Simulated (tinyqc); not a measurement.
What each parameter does: nanosheet or nanowire with hard walls, valleys of the Ge type.

Four ellipsoidal valleys along <111>: inverse mass tensor w = 1/mt + (1/ml - 1/mt) a a^T with a the unit axis. Device axes: x along the channel, z = [001], y = z x x. The Gamma and Delta valleys are left out; the heavy Delta valleys, about 0.18 eV up, lie lowest once the L levels pass about 0.2 eV.

Hard walls around a W x H rectangle. The block w_c of w in (y, z) confines; the transport mass follows from 1/m_x = w_xx - w_xc w_c^-1 w_cx. The cross-section problem c (w_yy ky^2 + 2 w_yz ky kz + w_zz kz^2), c = hbar^2/2m0, is solved in products sin(n pi y/W) sin(l pi z/H), n, l = 1 to 12; if w_yz = 0 the levels are c pi^2 (w_yy n^2/W^2 + w_zz l^2/H^2). The w_yz term couples (n, l) to (n', l') by -2 c w_yz D_nn'(W) D_ll'(H) with D_nm(L) = 4 n m/(L (n^2 - m^2)) for n + m odd and 0 otherwise.

Without degeneracy the line density is N1 exp((EF - Ec)/kB T) with N1 = sum 2 g sqrt(m_x kB T/(4 pi c)) exp(-E/kB T), here over n, l up to 80 where w_yz = 0 and over all levels of a 12 x 12 sine basis otherwise; the classical value is W H Nc with Nc = 2 g_all (m_dos kB T/(4 pi c))^(3/2), m_dos = (ml mt^2)^(1/3); dVt = kB T ln(W H Nc/N1).

Constants: hbar^2/2m0 = 3.80998211 eV angstrom^2; kB = 8.617333262e-05 eV/K.

Values chosen for the exercise (near those of Ge; the results hold for these values, not for the real material):
- ml = 1.606 m0 (longitudinal mass)
- mt = 0.081 m0 (transverse mass)
- T = 300 K (temperature)
- g_all = 4 (number of valleys)
- channel = 100 (transport direction x on a (001) wafer)
- W = 70 angstrom (width, along y)
- H = 72 angstrom (height, along z = [001])

E1 and E2 are the two lowest subband edges over all groups.

One parameter was then changed.

Results before and after:

| case | E1 (eV) | E2 - E1 (meV) | m_x of lowest (m0) | dVt (mV) |
|---|---|---|---|---|
| base | 0.1202 | 137.5 | 0.589 | 94.0 |
| changed | 0.1313 | 149.0 | 0.589 | 102.9 |

Which of these changes was made? (a) ml = 1.767 m0; (b) H = 66 angstrom; (c) mt = 0.073 m0; (d) W = 85 angstrom; (e) T = 270 K.

Answer: (b) H = 66 angstrom. Of the candidates, run in turn, only this one gives the changed row.

All candidates:

| case | E1 (eV) | E2 - E1 (meV) | m_x of lowest (m0) | dVt (mV) |
|---|---|---|---|---|
| base | 0.1202 | 137.5 | 0.589 | 94.0 |
| W = 85 angstrom | 0.1005 | 106.8 | 0.589 | 78.9 |
| H = 66 angstrom | 0.1313 | 149.0 | 0.589 | 102.9 |
| T = 270 K | 0.1202 | 137.5 | 0.589 | 94.2 |
| ml = 1.767 m0 | 0.1199 | 136.7 | 0.643 | 93.7 |
| mt = 0.073 m0 | 0.1330 | 151.7 | 0.584 | 104.2 |

tinyqc: `OMP_NUM_THREADS=1 python tinyqc.py 1280172 1280173 out.jsonl`; about 0.2 s, one thread, shared Intel(R) Xeon(R) Processor @ 2.30GHz.
